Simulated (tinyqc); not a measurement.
Worked calculation: RHF in the sto-3g basis, for H2, spin multiplicity 1. One step of it, computed by the program tinyqc.

Task: Iteration 2: diagonalisation and new density. Diagonalise F' = X^T F X, C = X C', fill 1 alpha and 1 beta electrons from the bottom; D = 2 C_occ C_occ^T. Each column has its largest component positive (the first on a tie).

Fock matrix F (hartree), order 1H 1s, 2H 1s:
```
[[-0.411525, -0.631269],
 [-0.631269, -0.411525]]
```

X, order 1H 1s, 2H 1s:
```
[[1.309424, 0.540994],
 [-1.309424, 0.540994]]
```

Give: F' = X^T F X; orbital energies; coefficients C; D after iteration 2.

Result:

F' = X^T F X (hartree):
```
[[0.7535, 0.0000],
 [0.0000, -0.6104]]
```

orbital energies (hartree): [-0.6104, 0.7535]

coefficients C, order 1H 1s, 2H 1s:
```
[[0.5410, 1.3094],
 [0.5410, -1.3094]]
```

D after iteration 2, order 1H 1s, 2H 1s:
```
[[0.5853, 0.5853],
 [0.5853, 0.5853]]
```
